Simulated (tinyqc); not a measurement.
Stress in a transistor channel from embedded alloy regions, liners and fins, by half-space elasticity. Changing the recess depth d. Computed by tinyqc, a small Python program. Command: `OMP_NUM_THREADS=1 python tinyqc.py 3008323 3008324 out.jsonl stressor sweep`. One thread of a shared host (Intel(R) Xeon(R) Processor @ 2.30GHz), about 0.04 s of CPU time with the checks.

Plane strain in an isotropic half-space, the same constants everywhere; x along the channel from its centre, y downwards from the free surface; stress is positive in tension.

Inputs (values chosen for the exercise, modelled on silicon):

| quantity | value | unit |
|---|---|---|
| alloy fraction x | 0.2 | - |
| lattice change per unit x, beta | 0.0426 | - |
| Young's modulus E | 168 | GPa |
| Poisson ratio nu | 0.21 | - |
| channel length L | 22 | nm |
| length of each stressor S | 95 | nm |
| depth of the field point y | 2.7 | nm |
| longitudinal piezoresistance coefficient | 70.7 | 1e-11/Pa |
| vertical piezoresistance coefficient | -1.1 | 1e-11/Pa |

Stressor: Si(1-x)Ge(x) source and drain.

Method:
- Misfit e = beta x. A fully constrained inclusion holds the stress -p with p = E e/(1 - 2 nu); a blanket film would hold -E e/(1 - nu) in the plane.
- A line element dA of misfit at (a, c) in the half-space gives, with C = E e/(2 pi (1 - nu)), X = x - a, r1^2 = X^2 + (y - c)^2, r2^2 = X^2 + Y^2, Y = y + c: s_xx = -C dA {[X^2 - (y - c)^2]/r1^4 + 3 [X^2 - Y^2]/r2^4 + 4 y Y (Y^2 - 3 X^2)/r2^6}, s_yy = C dA {[X^2 - (y - c)^2]/r1^4 - [X^2 - Y^2]/r2^4 + 4 y Y (Y^2 - 3 X^2)/r2^6}. These are integrated over two rectangles, L/2 < |a| < L/2 + S, 0 < c < d (closed form in a, 200 Gauss-Legendre points in c).
- At x = y = 0 the integral is s_xx = -(4/pi) [E e/(1 - nu)] [arctan(2 d/L) - arctan(d/(L/2 + S))].
- d mu/mu = -(pi_L s_xx + pi_z s_yy) for the embedded regions alone; the stress across the width is left out.

One run for each value:

| recess depth d (nm) | s_xx (MPa) | s_xx at the surface (MPa) | s_yy (MPa) | mobility change (%) |
|---|---|---|---|---|
| 5.0 | -712.4 | -875.5 | -32.663 | 50.33 |
| 8.3 | -1047.7 | -1310.9 | -29.108 | 74.04 |
| 14.0 | -1410.2 | -1784.4 | -12.828 | 99.69 |
| 39.0 | -1676.1 | -2176.2 | 8.491 | 118.51 |
| 65.0 | -1454.9 | -1968.0 | 10.458 | 102.87 |
| 110.0 | -1031.0 | -1539.2 | 10.811 | 72.91 |
| 180.0 | -588.3 | -1087.0 | 10.723 | 41.60 |
| 300.0 | -207.4 | -699.0 | 10.632 | 14.67 |

Give the missing row, recess depth d (nm) = 23.0.

Computed row:
```
recess depth d (nm)  s_xx (MPa)  s_xx at the surface (MPa)  s_yy (MPa)  mobility change (%)
23.0                    -1647.1                    -2101.7       1.578               116.45
```

Interpolating between the two neighbouring rows (the first column on a logarithmic scale, the others too where they are positive) misses most in s_yy (MPa), by a factor of 3.6. Over the rows, s_xx (MPa) goes from -712 through a minimum among these rows, -1680 at 39.0, to -207; s_xx at the surface (MPa) goes from -875 through a minimum among these rows, -2180 at 39.0, to -699; s_yy (MPa) goes from -32.7 through a maximum among these rows, 10.8 at 110, to 10.6. At the surface the maximum lies at d = sqrt((L/2)(L/2 + S)) = 34 nm: an element deeper than its horizontal distance has the opposite effect on the surface, by the sign of X^2 - c^2.

Caution (rows 5.00, 8.30, 14.0, 23.0, 39.0, 65.0, 110, 180): beyond a few hundred MPa bulk piezoresistance coefficients no longer describe an inversion layer well.

Extremes, crossings and ranges named in words are read from the listed rows.
